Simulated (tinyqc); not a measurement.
## Phase-change memory cell, resistance drift and retention: effect of the operating temperature

The amorphous state follows Ra = R0 (t/t0)^nu exp[(q Ec/kB)(1/T - 1/(300 K))], with nu taken as independent of T. An intermediate level follows the logarithmic mixing rule ln R = (1 - fa) ln Rc + fa ln Ra with constant Rc. The time to lose the data by crystallisation is tr = tx exp[(q Ex/kB)(1/T - 1/Tx)]; 1 year = 3.15576e7 s. These are empirical laws.

T10 is the temperature at which tr is ten years.

Inputs (values chosen for the exercise); values of the order found in chalcogenide phase-change cells: resistance of the amorphous state at t0 and 300 K R0 = 1.5 Mohm; reference time t0 = 0.1 s; drift exponent nu = 0.12; activation energy of conduction Ec = 0.17 eV; activation energy of crystallisation Ex = 2.3 eV; temperature of a bake Tx = 473 K; time to crystallise in that bake tx = 80 s; time of the read t = 86400 s; resistance of the crystalline state Rc = 5.6 kohm.

Constants: q = 1.602176634e-19 C, kB = 1.380649e-23 J/K. Results are converted to the units shown.

The same in every row: T10 (K) = 372.69.

Results:
```
T (K)  Ra (Mohm)   Ra/Rc  tr (years)
298       8.0843  1443.6    6.2414e8
313       5.8865  1051.2    8.5345e6
328       4.4124  787.94    1.7281e5
343       3.3919  605.70      4921.5
358       2.6656  475.99      188.85
373       2.1357  381.38      9.4199
403       1.4407  257.26    0.045779
418       1.2086  215.81   0.0042511
```

Estimate the missing row, T = 388 K.

Computed row:
```
T (K)  Ra (Mohm)   Ra/Rc  tr (years)
388       1.7408  310.86     0.59243
```

With this row back in the table: As T goes from 298 to 418 K, Ra falls from 8.08 to 1.21 Mohm, tr falls from 6.24e8 to 0.00425 years and T10 stays at 373 K. Retention changes by 11 decades and the read window by 0.83, in the ratio Ex/Ec. For T = 298 to 328 K tr is an extrapolation over many decades from the bake and only says that crystallisation is no limit.

Numbers from tinyqc (`OMP_NUM_THREADS=1 python tinyqc.py 2880139 2880140 out.jsonl`; about 0.01 s on one thread of a shared Intel Xeon 2.30GHz).
